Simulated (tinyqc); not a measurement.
Thermodynamics of metal silicides: hull, first phase, silicon consumed, nucleation and stability against SiO2: one step, computed by the program tinyqc.

Entropies of formation of the solids are neglected, so heats stand for free energies. Si fractions: M5Si3 0.3750, MSi 0.5000, MSi2 0.6667.

Question. First phase. Effective heat of formation: at the interface the mixture has the Si fraction x_e; the limiting element scales the heat, H_eff = H x_e/x if x_e < x, H (1 - x_e)/(1 - x) otherwise. The rule names the most negative as the first phase; its restriction to congruently melting phases is left out here.

Inputs (values chosen for the exercise, for a model metal):
```
quantity                                value          unit
heat of formation of M5Si3              -70.6  kJ/mol atoms
heat of formation of MSi                -58.4  kJ/mol atoms
heat of formation of MSi2                 -41  kJ/mol atoms
Si fraction x_e at the lowest liquidus   0.43             -
```

Phases: M5Si3, MSi, MSi2.

Give: H_eff; most negative H_eff.

Answer.

H_eff (kJ/mol atoms): M5Si3 -64.3872, MSi -50.2240, MSi2 -26.4450

most negative H_eff = -64.3872 kJ/mol atoms

The rule picks M5Si3, ahead of MSi by 14.2 kJ/mol. The rule is empirical and ignores nucleation barriers.
